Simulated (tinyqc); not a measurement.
Comparisons within one model: free-carrier optics of a doped semiconductor (Drude model). A value that a table varies takes the place of the one given here.

eps(E) = ei [1 - Ep^2/(E^2 + i E Gam)], with Ep^2 = 8 pi c (e^2/(4 pi eps0)) N/(m ei), c = hbar^2/2m0, N in 1/angstrom^3 (1e-24 per 1/cm^3); Gam = hbar/tau, tau = mu m m0/e with m0/e = 5.685630e-12 kg/C and mu in m^2/(V s). Energies in meV.

n + i k = sqrt(eps1 + i eps2) with k >= 0; R = ((n - 1)^2 + k^2)/((n + 1)^2 + k^2) at normal incidence from vacuum; alpha = 2 E k/(hbar c), times 1e8 for 1/cm; loss function Im(-1/eps) = eps2/(eps1^2 + eps2^2).

Constants: hbar^2/2m0 = 3.80998211 eV angstrom^2; e^2/(4 pi eps0) = 14.39964547 eV angstrom; hbar = 6.58211957e-16 eV s; hbar c = 1973.269805 eV angstrom.

Values chosen for the exercise (mass and dielectric values near those of Ge; N and mu are free inputs; interband absorption and the rise of the mass with filling are left out; the results hold for these values, not for the real material):
```
symbol  value    unit        meaning
N       2.7e+17  1/cm^3      carrier density
m       0.126    m0          conductivity mass
mu      4300     cm^2/(V s)  mobility
ei      15.53                high-frequency dielectric constant
E       10.9     meV         photon energy
```

## Reflectance across the plasma edge

Spectrum:
```
E (meV)     eps1    eps2      R  alpha (1/cm)
1.4      -437.25  691.05  0.935      3.55e+03
4.1      -122.70   72.04  0.916      4.78e+03
6.9       -41.10   17.54  0.889      4.58e+03
9.7       -14.42    6.60  0.817      3.83e+03
11.7       -5.36    3.81  0.658      2.90e+03
13.8        0.38    2.35  0.180      1.40e+03
15.2        2.99    1.76  0.109           756
17.2        5.69    1.22  0.174           444
20.7        8.71    0.70  0.245           250
27.6       11.67    0.30  0.300           122
41.4       13.81    0.09  0.332          50.1
69.0       14.91    0.02  0.346          17.4
```

Ep = 13.8 meV and Gam = 2.1 meV. R is 0.935 at the lowest energy and lowest, 0.109, at 15.2 meV of those listed; without damping it would vanish at Ep sqrt(ei/(ei - 1)) = 14.3 meV. At the highest energy R is 0.346, against 0.354 for ei alone. Between the last two rows alpha goes as E^-2.07, where the Drude limit far above Ep and Gam is E^-2.

## What moves the optical constants

At the energy E. Each row changes one parameter from the base and keeps the others.

Results:
```
case                  Ep (meV)  Gam (meV)       R  alpha (1/cm)
base                     13.79       2.14  0.7439      3.32e+03
N = 4.05e+17 1/cm^3      16.89       2.14  0.8725      5.06e+03
m = 0.1512 m0            12.59       1.78  0.6446      2.51e+03
mu = 2580 cm^2/(V s)     13.79       3.56  0.6306      3.22e+03
ei = 16.31               13.46       2.14  0.7190      3.18e+03
E = 13.1 meV             13.79       2.14  0.3615      1.93e+03
```

The largest shifts from the base row, up to three for each result and ties (the steps differ in size, so this ranks the rows, not the parameters). Ep (meV): N +3.10, m -1.20, ei -0.33; unchanged at the printed digits by mu and E. Gam (meV): mu +1.42, m -0.36; unchanged at the printed digits by N, ei and E. R: E -0.3824, N +0.1286, mu -0.1133. alpha (1/cm): N +1.74e+03, E -1.39e+03, m -805.

Program tinyqc; command `OMP_NUM_THREADS=1 python tinyqc.py 1680906 1680907 out.jsonl`; about 0.01 s on one thread of a shared Intel(R) Xeon(R) Processor @ 2.30GHz.
